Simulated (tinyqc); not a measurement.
# Programming of a floating-gate cell by Fowler-Nordheim tunnelling: effects of single changes

Per tunnel area the floating gate has Ctun = 3.9 eps0/tox to the channel (0 V) and Ccg to the control gate, Ct = Ctun/(1 - ag), no other coupling. With the threshold shift U = -Q/Ccg the field is F = ag (Vg - U)/tox, and dU/dt = J/Ccg. Fowler-Nordheim: J = A F^2 exp(-B/F), A = q^2/(16 pi^2 hbar mo phi) (times 1e14 for A/cm^2 with F in V/nm, emitter mass m0), B = (4/3) sqrt(mo/C) phi^1.5, C = hbar^2/(2 m0).

Parameters, values chosen for the exercise; oxide values close to those of silicon dioxide:

| symbol | value | unit | meaning |
|---|---|---|---|
| phi | 3.17 | eV | tunnel barrier |
| mo | 0.42 | m0 | tunnelling mass |
| tox | 7.3 | nm | tunnel oxide thickness |
| ag | 0.68 |  | coupling ratio Ccg/Ct |
| Vt0 | -1.3 | V | threshold shift at the start |
| Vg | 13.1 | V | control-gate voltage |

Constants: q = 1.602176634e-19 C, hbar = 1.054571817e-34 J s, m0 = 9.1093837015e-31 kg, eps0 = 8.8541878128e-14 F/cm where lengths are in cm, hbar^2/(2 m0) = 0.0380998212 eV nm^2. Results are converted to the units shown.

Each table varies one quantity; the others keep the values above.

## Effect of the gate voltage

After 1e-5 s. Exact: exp(B/F(t)) = exp(B/F(0)) + K t, K = A B ag/(Ccg tox), and U = Vg - tox F/ag.

Effect of the gate voltage:

| Vg (V) | F (V/nm) | J (A/cm^2) | U (V) |
|---|---|---|---|
| 10.1 | 1.055 | 0.006708 | -1.228 |
| 10.7 | 1.097 | 0.01791 | -1.077 |
| 11.3 | 1.125 | 0.03299 | -0.7748 |
| 12 | 1.141 | 0.04629 | -0.2461 |
| 12.6 | 1.146 | 0.05209 | 0.2932 |
| 13.2 | 1.149 | 0.05479 | 0.8670 |
| 13.8 | 1.150 | 0.05602 | 1.455 |
| 14.5 | 1.150 | 0.05666 | 2.150 |
| 15.1 | 1.151 | 0.05691 | 2.747 |

Read the table: what changes, and by how much?

U rises from -1.23 to 2.75 V, by 0.25 V a volt between the first two rows and 0.996 between the last two: once K t exceeds exp(B/F(0)) the final field, 1.15 V/nm, no longer depends on Vg. In 6 of the 9 rows the starting field exceeds 12 MV/cm, where the oxide would wear out or break down quickly.

## Effect of the coupling ratio

Same model as above.

After 1e-5 s.

Result of one run:

| ag | F(0) (V/nm) | F (V/nm) | J (A/cm^2) | U (V) |
|---|---|---|---|---|
| 0.42 | 0.8285 | 0.8285 | 6.347e-6 | -1.300 |

What becomes of these results when the coupling ratio Ccg/Ct ag is changed from 0.42 to 0.52, all else the same?

Result of the changed run:

| ag | F(0) (V/nm) | F (V/nm) | J (A/cm^2) | U (V) |
|---|---|---|---|---|
| 0.52 | 1.026 | 1.022 | 0.002882 | -1.241 |

The whole series:

| ag | F(0) (V/nm) | F (V/nm) | J (A/cm^2) | U (V) |
|---|---|---|---|---|
| 0.42 | 0.8285 | 0.8285 | 6.347e-6 | -1.300 |
| 0.47 | 0.9271 | 0.9268 | 1.949e-4 | -1.295 |
| 0.52 | 1.026 | 1.022 | 0.002882 | -1.241 |
| 0.57 | 1.124 | 1.095 | 0.01720 | -0.9272 |
| 0.63 | 1.243 | 1.135 | 0.04099 | -0.05095 |
| 0.68 | 1.341 | 1.149 | 0.05448 | 0.7700 |
| 0.73 | 1.440 | 1.159 | 0.06775 | 1.508 |
| 0.78 | 1.539 | 1.171 | 0.08559 | 2.143 |

The starting field rises from 0.828 to 1.54 V/nm and U rises from -1.30 to 2.14 V. Between the last two rows 0.01 of coupling is worth 127 mV. In 4 of the 8 rows the starting field exceeds 12 MV/cm, where the oxide would wear out or break down quickly.

## Programming by a staircase of pulses

Same model as above.

Pulse i = 1, 2, ... has the height 11.6 V + (i - 1) 0.3 V and lasts 0.5 us; each starts from the U that the last one left.

Programming by a staircase of pulses:

| N | last pulse (V) | U (V) | gain of the last pulse (V) | F at its end (V/nm) |
|---|---|---|---|---|
| 1 | 11.60 | -1.227 | 0.07267 | 1.195 |
| 2 | 11.90 | -1.122 | 0.1051 | 1.213 |
| 3 | 12.20 | -0.9806 | 0.1417 | 1.228 |
| 4 | 12.50 | -0.8020 | 0.1785 | 1.239 |
| 6 | 13.10 | -0.3520 | 0.2385 | 1.253 |
| 8 | 13.70 | 0.1795 | 0.2729 | 1.259 |
| 11 | 14.60 | 1.044 | 0.2930 | 1.263 |
| 14 | 15.50 | 1.935 | 0.2983 | 1.264 |
| 18 | 16.70 | 3.132 | 0.2997 | 1.264 |

The gain of a pulse rises from 0.0727 to 0.300 V and settles at the step of 0.3 V: the field at the end of a pulse becomes steady, 1.26 V/nm, so U follows the gate one to one whatever it started from. It is within 5 % of the step from pulse 11 on among the rows. In every row the field stays above 10 MV/cm, which wears the oxide.

Range of the model: Programming fields of 10 MV/cm and more wear the oxide; trapping and the channel potential are ignored.

Computed by the program tinyqc: `OMP_NUM_THREADS=1 python tinyqc.py 2130161 2130162 out.jsonl`, one thread of a shared Intel Xeon 2.30GHz, about 0.02 s for the whole run.
